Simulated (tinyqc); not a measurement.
Rapid thermal processing of a wafer: radiative balance, ramp and cooling, pattern effects, pyrometer error and spike budget: one step, computed by the program tinyqc. Command: `OMP_NUM_THREADS=1 python tinyqc.py 3110031 3110032 out.jsonl rtp walk`. One thread of a shared host (Intel(R) Xeon(R) Processor @ 2.30GHz), about 0.05 s of CPU time with the checks.

The wafer is opaque and uniform through its thickness unless said otherwise; temperatures in formulas are in kelvin (C + 273.15). sigma = 5.670374419e-12 W/(cm^2 K^4).

Task: Pattern effect. At steady state a sinusoidal change of absorbed power of relative amplitude a and period p gives the temperature amplitude a q/(dq/dT + k d (2 pi/p)^2); healing length l = sqrt(k d/(dq/dT)); process change = E_a dT/(k_B T^2). Emissivity is taken as unchanged.

Inputs (values chosen for the exercise, modelled on a hot silicon wafer):

| quantity | value | unit |
|---|---|---|
| wafer thickness d | 725 | micrometre |
| thermal conductivity k | 0.28 | W/(cm K) |
| wall temperature T_w | 700 | K |
| process temperature | 820 | C |
| relative change of absorptivity over a pattern | 8.5 | % |
| period of the pattern | 6.2 | mm |
| activation energy of the process E_a | 2 | eV |

dq/dT = 14.92864 mW/(cm^2 K)

holding power q = 4.189731 W/cm^2

Constants: k_B = 8.617333262e-05 eV/K.

Give: healing length l; amplitude without lateral conduction; amplitude; change of the process rate.

Result:

healing length l = 11.66 mm

amplitude without lateral conduction = 23.86 K

amplitude = 0.1696 K

change of the process rate = 0.3294 %

Lateral conduction cuts the amplitude to 0.71 %, since p/(2 pi l) = 0.085.
